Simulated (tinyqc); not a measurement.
Superjunction drift layer against a plain one, charge balance: one step of the calculation.

Alternating n and p pillars of equal width wp, doping N and length Lp. When depleted, the lateral field peaks at Ex = q N wp/(2 eps0 eps_r) at the pillar junctions and a uniform vertical field Ey is added; breakdown is taken where Ex^2 + Ey^2 = Ef^2. Only the n pillars conduct, narrowed by the zero-bias depletion. A first-order model: the field peaks at the pillar ends are left out.

Task. Doping of the plain drift layer. Ec(N) = E16 (N/1e16 cm^-3)^(1/8); N(new) = eps0 eps_r Ec(N)^2/(2 q BV).

Inputs (values chosen for the exercise); values close to those of 4H silicon carbide: relative permittivity of the semiconductor eps_r = 9.62; critical field at a doping of 1e16 cm^-3 E16 = 2.52 MV/cm; wanted breakdown voltage BV = 1800 V.

Constants: q = 1.602176634e-19 C, eps0 = 8.8541878128e-14 F/cm where lengths are in cm. Results are converted to the units shown.

N after iteration 1 = 2.9655960e15 cm^-3

Give: Ec; N after iteration 2.

Result.

Ec = 2.165 MV/cm
N after iteration 2 = 6.921e15 cm^-3

tinyqc, about 0.01 s, one thread, Intel Xeon 2.30GHz (shared host): `OMP_NUM_THREADS=1 python tinyqc.py 2590004 2590005 out.jsonl`
